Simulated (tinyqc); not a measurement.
# Read current of a NAND string, cells in series solved by shooting: what changes with what

Cells in series, numbered from 0 at the source line (0 V) to the bit line, each followed by a gap resistance Rg. A cell with gate Vg, threshold VT, source Vs and drain Vd passes I = 2 nf K Vt^2 [F(Vs) - F(Vd)]/(1 + th max(Vg - VT, 0)), F(V) = ln^2(1 + exp((Vg - VT - nf V)/(2 nf Vt))). The selected cell has Vg = Vr, the others Vg = Vp.

Inputs (values chosen for the exercise); values of the order met in vertical NAND strings: temperature T = 300 K; gain factor of a cell K = 10 uA/V^2; slope factor nf = 1.9; mobility reduction factor th = 0.04 1/V; resistance of the gap between cells Rg = 9.5 kohm; bit-line voltage Vbl = 0.7 V; pass voltage Vp = 7.8 V; threshold of an erased cell Ve = -0.5 V; threshold of the highest state Vh = 3.3 V; threshold of the selected cell Vx = 1 V; sensing current Is = 20 nA; read voltage on the selected word line Vr = 2.37 V.

Constants: q = 1.602176634e-19 C, kB = 1.380649e-23 J/K, Vt = kB T/q. Results are converted to the units shown.

Each table varies one quantity; the others keep the values above.

## Read current against the number of cells

For a trial current I start at 0 V and, cell by cell, solve for the drain: sqrt(F(Vd)) = sqrt(F(Vs) - I/k), k = 2 nf K Vt^2/(1 + th max(Vg - VT, 0)), Vd = [Vg - VT - 2 nf Vt ln(exp(sqrt F) - 1)]/nf, then add I Rg. The string current is the I for which the last node reaches Vbl. The apparent threshold is the Vr at which I = Is. Background: all other cells erased (VT = Ve) or all in the highest state (VT = Vh); ratio and shift are high over erased and high minus erased. The selected cell is in the middle, cell n/2.

Read current against the number of cells:
```
n,"I, others erased (uA)","I, others high (uA)",ratio,"apparent VT, erased (V)","apparent VT, high (V)",background shift (mV)
8,1.992,1.583,0.7947,1.039,1.041,1.553
16,1.241,0.9203,0.7413,1.043,1.046,3.109
32,0.7047,0.4986,0.7076,1.051,1.057,6.233
64,0.3774,0.2599,0.6887,1.066,1.079,12.53
96,0.2576,0.1757,0.6820,1.082,1.101,18.88
128,0.1955,0.1327,0.6787,1.098,1.123,25.30
192,0.1319,0.08910,0.6753,1.129,1.167,38.32
```

What does the comparison show?

With erased neighbours the current falls from 1.99 to 0.132 uA, as n^(-0.68) between the first two rows and n^(-0.97) between the last two (-1 once the series resistance rules). The ratio falls from 0.795 to 0.675 and the background shift rises from 1.55 to 38.3 mV.

## Effect of the pass voltage

Same model as above.

The string has 64 cells and the selected one is cell 32.

Effect of the pass voltage:
```
Vp (V),"I, others erased (uA)","I, others high (uA)",ratio,"apparent VT, erased (V)","apparent VT, high (V)",background shift (mV)
4.4,0.2762,0.04491,0.1626,1.077,1.170,93.41
4.9,0.2950,0.08729,0.2959,1.074,1.130,56.01
5.4,0.3121,0.1263,0.4048,1.072,1.111,38.47
5.9,0.3279,0.1606,0.4898,1.071,1.099,28.43
6.4,0.3424,0.1909,0.5576,1.069,1.091,22.01
6.9,0.3557,0.2179,0.6126,1.068,1.086,17.62
7.4,0.3681,0.2422,0.6579,1.067,1.082,14.46
```

As Vp goes from 4.4 to 7.4 V, the current with erased neighbours rises from 0.276 to 0.368 uA, that with high neighbours rises from 0.0449 to 0.242 uA and the ratio rises from 0.163 to 0.658. The background shift falls from 93.4 to 14.5 mV. A higher pass voltage also disturbs erased cells more, which this model leaves out.

Computed by the program tinyqc: `OMP_NUM_THREADS=1 python tinyqc.py 2142089 2142090 out.jsonl`, one thread of a shared Intel Xeon 2.30GHz, about 0.7 s for the whole run.
